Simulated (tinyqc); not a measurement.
Bulk transistor, scale length and short-channel effects: two steps of the calculation.

A gate, an insulator of thickness ti and a depleted layer of depth ts on a conducting body. Below threshold the potential that source and drain add obeys Laplace's equation and vanishes on the gate and at the bottom of the depleted layer. Its lowest mode decays along the channel as exp(-k y); k is the smallest positive root of the matching condition at the interface, and the scale length is Lambda = pi/k.

Inputs (values chosen for the exercise); permittivities: semiconductor close to that of In0.53Ga0.47As, insulator close to that of hafnium oxide: temperature T = 300 K; relative permittivity of the semiconductor eps_r = 13.8; relative permittivity of the insulator ei = 23.1; insulator thickness ti = 15 nm; depletion depth ts = 30 nm; channel length L = 86 nm; potential of the source Vbi = 0.97 V; potential of the barrier top at threshold sT = 0.43 V; long-channel threshold VTL = 0.46 V; long-channel body factor m = 1.3; drain voltage Vds = 0.7 V.

Constants: q = 1.602176634e-19 C, kB = 1.380649e-23 J/K, Vt = kB T/q. Results are converted to the units shown.

Problem 1. Scan of the matching condition. f(k) = eps_r sin(k ti) cos(k ts) + ei cos(k ti) sin(k ts).

k, point 0 to 7 (1/nm): 0.01125  0.0225  0.03375  0.045  0.05625  0.0675  0.07875  0.09

Wanted: f(k).

Solution 1.

f(k), point 0 to 7: 9.73  17.19  20.68  19.49  14.05  5.86  -2.92  -10.01

The first change of sign lies between k = 0.0675 and 0.07875 1/nm.

Problem 2. Threshold shift, barrier position and swing. Along the channel psi(y) = s + a exp(y/l) + b exp(-y/l) with psi(0) = Vbi, psi(L) = Vbi + Vds and l = 1/k = Lambda/pi; with A = Vbi - s, B = A + Vds, x = exp(-L/l): a = (B - A x) x/(1 - x^2), b = (A - B x)/(1 - x^2). The minimum is s + 2 sqrt(a b), at y = (l/2) ln(b/a). The long-channel potential follows the gate as s = sT + (Vg - VTL)/m, and the threshold VT is the gate voltage at which the minimum equals sT. Swing = m Vt ln 10/g at threshold, g = d(minimum)/ds = 1 - (b x + a)/((1 + x) sqrt(a b)).

l = 13.349766 nm

Find: s at threshold; a; b; position of the minimum; VT; swing.

Solution 2.

s at threshold = 0.3587 V
a = 0.002088 V
b = 0.6092 V
position of the minimum = 37.89 nm
VT = 0.3673 V
swing = 84.63 mV/decade

The threshold lies 92.7 mV below the long-channel value, and the barrier top sits at 0.44 L from the source.

Numbers from tinyqc (`OMP_NUM_THREADS=1 python tinyqc.py 2420116 2420117 out.jsonl`; about 0.01 s on one thread of a shared Intel Xeon 2.30GHz).
